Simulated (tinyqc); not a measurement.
# Koster-Slater impurity in a tight-binding band, by Green functions and by supercells, step by step

A worked calculation. Computed by tinyqc, a small Python program that keeps every step. Command: `OMP_NUM_THREADS=1 python tinyqc.py 3028317 3028318 out.jsonl kosterslater walk`. One thread of a shared host (Intel(R) Xeon(R) Processor @ 2.30GHz), about 0.04 s of CPU time with the checks. Intermediate numbers are printed to about 5 digits and carried at full precision; extremes and crossings named in words are read from the listed rows.

One orbital per site, e(k) = -2 t sum cos(k_i) over 3 direction(s), band from -6 t to 6 t, lattice constant 1. One site has the extra energy U. Spin is left out.

Inputs (values chosen for the exercise, for a model band): hopping t = 1 eV; impurity potential U = 6.48 eV; supercell edge N = 2 sites; energy inside the band E = -5.34 eV; broadening eta = 0.1 eV; impurity concentration c = 0.0001 per site.

Lattice: simple cubic.

Constants: hbar = 6.582119569e-16 eV s.

## The host Green function outside the band

Outside the band G0(E) = (1/pi) int_0^pi dk (2/(pi z)) K(16 t^2/z^2), z = E + 2 t cos k, K the complete elliptic integral with parameter m; 200 Gauss-Legendre points. A bound state solves 1/U = G0(E). Energies: 0.05, 0.2, 0.5, 1, 2, 4 and 8 t beyond the band edge on the side of U, rounded to four digits.

Scan on the side of U:
```
E (eV)  G0 (1/eV)  1/U - G0 (1/eV)
6.05      0.23444        -0.080120
6.20      0.21561        -0.061288
6.50      0.19387        -0.039552
7.00      0.17052        -0.016203
8.00      0.14093         0.013389
10.00     0.10715         0.047174
14.00     0.07380         0.080518
```

G0 stays finite at the band edge, 0.252731/t in size, so binding needs |U| > 3.957 t.

## The bound state

Bisection in ln(distance from the edge) between 1e-5 t and |U| + t. Weight on the impurity site: -1/(U^2 dG0/dE), by a central difference with step min(1e-4 t, distance/30). Decay length along an axis: 1/arccosh(1 + distance/(2 t)).

level E_b = 7.4857 eV

distance from the band edge = 1.4857 eV

weight on the impurity site = 0.81524

decay length = 0.86670 sites

The state is compact: most of it sits on the impurity.

## Green function inside the band

Inside the band G0(z), z = E + i eta, comes from the chain form 1/(sqrt(y - 2t) sqrt(y + 2t)) (principal roots) at y = z + 2 t cos k + 2 t cos k', averaged over k and k' in (0, pi) with 200 Gauss-Legendre points each.

G0(E + i eta) = -0.25483-0.07197i 1/eV

## Scattering

T = U/(1 - U G0); phase shift delta = -arg(1 - U G0) in (-pi, pi]; host density of states -Im G0/pi; on the impurity -Im[G0/(1 - U G0)]/pi; lifetime of a band state hbar/(-2 c Im T).

T matrix = 2.3708-0.4170i eV

phase shift delta = -0.17412 rad

host density of states = 0.022908 1/eV

density of states on the impurity = 0.0031612 1/eV

scattering lifetime = 7891.9 fs

The Born approximation would take Im T = U^2 Im G0 = -3.02 eV, 7.25 times the full value.

## The supercell Hamiltonian at Gamma

H_ij = -t for each bond from i to j, images included (two bonds add when N = 2); H_11 = U; sites are numbered with the last coordinate running fastest. Diagonalise.

H (eV):
```
[[6.48, -2.00, -2.00, 0.00, -2.00, 0.00, 0.00, 0.00],
 [-2.00, 0.00, 0.00, -2.00, 0.00, -2.00, 0.00, 0.00],
 [-2.00, 0.00, 0.00, -2.00, 0.00, 0.00, -2.00, 0.00],
 [0.00, -2.00, -2.00, 0.00, 0.00, 0.00, 0.00, -2.00],
 [-2.00, 0.00, 0.00, 0.00, 0.00, -2.00, -2.00, 0.00],
 [0.00, -2.00, 0.00, 0.00, -2.00, 0.00, 0.00, -2.00],
 [0.00, 0.00, -2.00, 0.00, -2.00, 0.00, 0.00, -2.00],
 [0.00, 0.00, 0.00, -2.00, 0.00, -2.00, -2.00, 0.00]]
```

levels (eV): [-5.6073, -2.0000, -2.0000, -0.6994, 2.0000, 2.0000, 4.3551, 8.4316]

## The level in the supercell

In a periodic cell of N sites along each direction with Bloch vector K, the level solves 1/U = N^-d sum_k 1/(E - e(k)), k_i = (2 pi m_i + K_i)/N, m_i = 0..N-1; the outermost root on the side of U is taken (bisection). d is the number of directions. Gamma means K_i = 0, the zone corner K_i = pi, the quarter point K_i = pi/2. The error is measured against the isolated level E_b.

level at Gamma = 8.4316 eV

level at the corner = 6.48 eV

level at the quarter point = 7.4421 eV

error at Gamma = 0.94597 eV

width between Gamma and the corner = 1.9516 eV

Images turn the level into a band 1.95 eV wide; the quarter point misses the isolated level by -0.044 eV, far less than Gamma, because the leading hopping between images averages out there.

## Convergence with cell size

Even N; errors against the isolated level E_b, set to 0 below 1e-6 t.

Error of the level (eV):
```
N   sites       Gamma       corner  quarter point
2       8  9.4597e-01  -1.0057e+00    -4.3588e-02
4      64  5.1238e-02  -4.3588e-02    -2.0959e-04
6     216  3.0837e-03  -2.8270e-03    -1.3672e-06
8     512  2.1689e-04  -2.0959e-04              0
10   1000  1.6792e-05  -1.6583e-05              0
12   1728  1.3734e-06  -1.3672e-06              0
```

The error at Gamma falls exponentially, between the last two resolved rows by exp(-1.252) per site against 1/(decay length) = 1.154; the rest is the power-law prefactor of the Green function. Gamma and the corner err in opposite directions. Among the sizes listed an error below 1 meV is first reached at N = 8 at Gamma; at the quarter point N = 4 is enough.

## Phase shift across the band

delta/pi = -arg(1 - U G0)/pi counts the states added below E (Friedel); host DOS = -Im G0/pi, DOS on the impurity = -Im[G0/(1 - U G0)]/pi; 13 evenly spaced energies from -(band edge + |U| + 2t) to +(band edge + |U| + 2t).

Across the spectrum:
```
E (eV)   Re G0 (1/eV)  host DOS (1/eV)  DOS on the impurity (1/eV)  delta/pi
-14.480      -0.07119          0.00017                     0.00008  -0.00074
-12.067      -0.08669          0.00025                     0.00010  -0.00104
-9.653       -0.11164          0.00043                     0.00015  -0.00163
-7.240       -0.16187          0.00106                     0.00025  -0.00334
-4.827       -0.26240          0.03272                     0.00423  -0.07697
-2.413       -0.29481          0.09793                     0.00787  -0.19117
0.000         0.00000          0.13974                     0.01537  -0.39240
2.413         0.29481          0.09793                     0.02039  -0.63636
4.827         0.26240          0.03272                     0.03502  -0.75800
7.240         0.16187          0.00106                     0.36944  -0.86829
9.653         0.11164          0.00043                     0.00566  -0.01015
12.067        0.08669          0.00025                     0.00131  -0.00372
14.480        0.07119          0.00017                     0.00057  -0.00200
```

delta/pi starts and ends near zero (-0.001 and -0.002): the impurity moves states but creates none. delta/pi is negative in the band, down to -0.87 among these rows (-1 just below the level for small eta), and the lost state returns at the level above the band (7.486 eV).

Checks made by the program: G0 at the level by a direct sum over directions (relative difference below 1e-10); diagonalisation against the k sum (relative difference below 1e-10).
